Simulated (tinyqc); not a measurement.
From wall energy back to gradient coefficient g: Landau-Devonshire theory of a uniaxial ferroelectric. Computed by tinyqc, a small Python program. Command: `OMP_NUM_THREADS=1 python tinyqc.py 3027482 3027483 out.jsonl ferro inv`. One thread of a shared host (Intel(R) Xeon(R) Processor @ 2.30GHz), about 0.02 s of CPU time with the checks.

G(P) = (alpha/2) P^2 + (beta*/4) P^4 + (gamma/6) P^6 - E P per volume, SI units, one domain, P along the polar axis.

Inputs (values chosen for the exercise, modelled on barium titanate):
```
quantity                        value         unit
alpha_0                        689000  J m/(C^2 K)
Curie-Weiss temperature T0        381            K
beta                        -8.34e+08    J m^5/C^4
gamma                        1.71e+10    J m^9/C^6
temperature T                     331            K
```

Sample: free crystal.

Constants: eps_0 = 8.8541878128e-12 F/m.

Method:
- alpha = alpha_0 (T - T0*), T0* = T0, beta* = beta.
- Ps^2 = [-beta* + sqrt(beta*^2 - 4 alpha gamma)]/(2 gamma).
- chi = 1/(eps_0 G''), G'' = alpha + 3 beta* P^2 + 5 gamma P^4 at Ps. Ps, chi and the coercive field are for perfect screening, without a depolarising field. The intrinsic coercive field is |alpha P + beta* P^3 + gamma P^5| at the P_c where G'' = 0. 1 C/m^2 = 100 microcoulomb/cm^2.
- With the term (g/2) (dP/dx)^2, (g/2) P'^2 = G(P) - G(Ps) across the wall: energy = int_(-Ps)^(Ps) sqrt(2 g [G(P) - G(Ps)]) dP (40 Gauss-Legendre points); width = 2 Ps over the slope at P = 0, sqrt(2 |G(Ps)|/g). Elastic coupling inside the wall is left out.

Task: A run gave the result below. Find the gradient coefficient g, known to lie between 2.8e-11 and 6.4e-11 J m^3/C^2.

wall energy = 4.150682 mJ/m^2

Result:

Each step takes the trial c = (a f_b - b f_a)/(f_b - f_a), f being the result less the target and a, b, c the logarithms of the listed values; c replaces end b, the old b replaces a if the sign of f changed, and otherwise f_a is halved.

Scan of the range:
```
gradient coefficient g (J m^3/C^2)  wall energy (mJ/m^2)
2.80e-11                                         3.35367
3.21e-11                                         3.59082
3.69e-11                                         3.84995
4.23e-11                                         4.12203
4.86e-11                                         4.41834
5.58e-11                                         4.73433
6.40e-11                                         5.07027
```

False position (Illinois rule, in the logarithm of the input) inside the bracket:
```
step        end a        end b        trial  wall energy (mJ/m^2)
1     4.23000e-11  4.86000e-11  4.28716e-11               4.14979
2     4.86000e-11  4.28716e-11  4.28894e-11               4.15065
3     4.86000e-11  4.28894e-11  4.28905e-11               4.15071
4     4.28894e-11  4.28905e-11  4.28900e-11               4.15068
```

Wall energy rises at every point of a 13-point scan of the range (every second point is shown), so one value fits; it is bracketed by 4.23e-11 and 4.86e-11. The scan shows a pure power law with exponent 0.5000, so scaling from any one row also gives the answer directly. Answer: gradient coefficient g = 4.289e-11 J m^3/C^2.
